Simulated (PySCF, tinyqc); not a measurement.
RHF in the sto-3g basis, for BeH2, spin multiplicity 1, step by step. The lowest restricted solution is unstable here: a spin-polarised one lies 0.0006 hartree lower (PySCF). One step of it, computed by the program tinyqc.

Question. Iteration 1: diagonalisation and new density. Diagonalise F' = X^T F X, C = X C', fill 3 alpha and 3 beta electrons from the bottom; D = 2 C_occ C_occ^T. Each column has its largest component positive (the first on a tie).

Fock matrix F (hartree), lower triangle:
```
            1Be 1s     1Be 2s   1Be 2px    1Be 2py    1Be 2pz      2H 1s      3H 1s
1Be 1s   -4.472640
1Be 2s   -1.270621  -0.638156
1Be 2px   0.000000   0.000000  0.222239
1Be 2py   0.000000   0.000000  0.000000   0.128051
1Be 2pz  -0.000187  -0.002511  0.000000   0.000000   0.222114
2H 1s    -0.106580  -0.230537  0.000000  -0.157180  -0.005746  -0.137337
3H 1s    -0.106580  -0.230537  0.000000   0.157180  -0.005746  -0.022883  -0.137337
```

X:
```
                 1          2          3         4          5         6          7
1Be 1s    0.000000  -0.515457   0.788073  0.000000  -0.266023  0.347531   0.000000
1Be 2s    0.000000   0.958620  -0.028951  0.000000  -0.024297  0.573670   0.000000
1Be 2px   0.000000   0.000000   0.000000  1.000000   0.000000  0.000000   0.000000
1Be 2py   0.988765   0.000000   0.000000  0.000000   0.000000  0.000000   0.580746
1Be 2pz   0.000000   0.031365   0.329136  0.000000   0.943780  0.018277   0.000000
2H 1s    -0.701343  -0.546605  -0.387526  0.000000   0.131204  0.339703   0.409373
3H 1s     0.701343  -0.546605  -0.387526  0.000000   0.131204  0.339703  -0.409373
```

Give: F' = X^T F X; orbital energies; coefficients C; D after iteration 1.

Answer.

F' = X^T F X (hartree), lower triangle:
```
        1        2        3       4        5        6        7
1  0.4486
2  0.0000  -0.2513
3  0.0000   1.0048  -2.6217
4  0.0000   0.0000   0.0000  0.2222
5  0.0000  -0.3378   0.9941  0.0000  -0.1258
6  0.0000   0.5345  -1.6555  0.0000   0.5901  -1.5240
7  0.1400   0.0000   0.0000  0.0000   0.0000   0.0000  -0.1446
```

orbital energies (hartree): MO1 -4.4758, MO2 -0.3887, MO3 -0.1760, MO4 0.1186, MO5 0.2222, MO6 0.2231, MO7 0.4800

coefficients C:
```
             MO1      MO2      MO3      MO4     MO5      MO6      MO7
1Be 1s    0.9920  -0.2328   0.0000  -0.1992  0.0000  -0.0160   0.0000
1Be 2s    0.0297   0.7582   0.0000   0.8180  0.0000   0.0680   0.0000
1Be 2px   0.0000   0.0000   0.0000   0.0000  1.0000   0.0000   0.0000
1Be 2py   0.0000   0.0000   0.3504   0.0000  0.0000   0.0000   1.0919
1Be 2pz   0.0001   0.0039   0.0000  -0.0766  0.0000   0.9972   0.0000
2H 1s    -0.0031   0.3239   0.5529  -0.6869  0.0000  -0.0688  -0.5948
3H 1s    -0.0031   0.3239  -0.5529  -0.6869  0.0000  -0.0688   0.5948
```

D after iteration 1, lower triangle:
```
          1Be 1s  1Be 2s  1Be 2px  1Be 2py  1Be 2pz    2H 1s   3H 1s
1Be 1s    2.0767
1Be 2s   -0.2941  1.1515
1Be 2px   0.0000  0.0000   0.0000
1Be 2py   0.0000  0.0000   0.0000   0.2455
1Be 2pz  -0.0016  0.0060   0.0000   0.0000   0.0000
2H 1s    -0.1569  0.4910   0.0000   0.3874   0.0026   0.8213
3H 1s    -0.1569  0.4910   0.0000  -0.3874   0.0026  -0.4015  0.8213
```
